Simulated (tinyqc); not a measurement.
Temperatures in a stack of 3 dies with leakage feedback: one step of the calculation.

One-dimensional heat flow to a sink below die 0. The power of each die is released in a plane at its top; from the plane of die j > 0 heat crosses its silicon (ts), a bond layer and the wiring of die j - 1; from die 0 it crosses t0, paste and sink. Copper shares the path through bond and wiring in parallel: k_eff = fm km + (1 - fm) k. Silicon is taken at the temperature of the plane above it. Leakage is P_l exp((T - 350 K)/Tl).

Question. Resistances per area at 300 K. R = thickness/conductivity for each layer.

Parameters, values chosen for the exercise; conductivities of the order met in silicon, wiring layers, bonds and pastes:
- k0 = 139 W/(m K) (conductivity of silicon at 300 K)
- ts = 50 um (thickness of a thinned die)
- t0 = 775 um (thickness of the die next to the sink)
- tb = 9 um (thickness of the wiring layers)
- kb = 2.7 W/(m K) (conductivity of the wiring layers)
- tg = 1 um (thickness of a bond layer)
- kg = 1.1 W/(m K) (conductivity of the bond dielectric)
- fm = 0.03 (area share of copper through bond and wiring)
- km = 390 W/(m K) (conductivity of copper)
- Rt = 0.26 K cm^2/W (paste and lid)
- Rs = 0.28 K cm^2/W (heat sink)

Give: thick die; thinned die; k_eff of the bond; k_eff of the wiring; bond plus wiring; paste plus sink.

Answer.

thick die = 0.05576 K cm^2/W
thinned die = 0.003597 K cm^2/W
k_eff of the bond = 12.77 W/(m K)
k_eff of the wiring = 14.32 W/(m K)
bond plus wiring = 0.007069 K cm^2/W
paste plus sink = 0.5400 K cm^2/W

Numbers from tinyqc (`OMP_NUM_THREADS=1 python tinyqc.py 2162158 2162159 out.jsonl`; about 0.03 s on one thread of a shared Intel Xeon 2.30GHz).
